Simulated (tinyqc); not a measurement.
# Channel mobility from two channel lengths

Inverse problem. Two power MOSFETs differ only in channel length: R_on = R_rest + Lc (Wp + a)/(2 mch Cox Vov), Cox = 3.9 eps0/tox. Find mch and R_rest.

Parameters, values chosen for the exercise: gate oxide thickness (eps_r 3.9) tox = 36 nm; gate overdrive Vov = 4 V; width of the p body in one cell, channels included Wp = 2.2 um; gap between neighbouring p bodies a = 1.9 um.

Constants: eps0 = 8.8541878128e-14 F/cm where lengths are in cm. Results are converted to the units shown.

R_on at Lc = 0.32 and 0.76 um (mohm cm^2): [7.1839006, 8.1242640]

Solution. R_on is a straight line in Lc; its slope gives mch and its intercept the rest.

mch = 25.00 cm^2/(V s)
R_rest = 6.500 mohm cm^2

Numbers from tinyqc (`OMP_NUM_THREADS=1 python tinyqc.py 2230029 2230030 out.jsonl`; about 0.01 s on one thread of a shared Intel Xeon 2.30GHz).
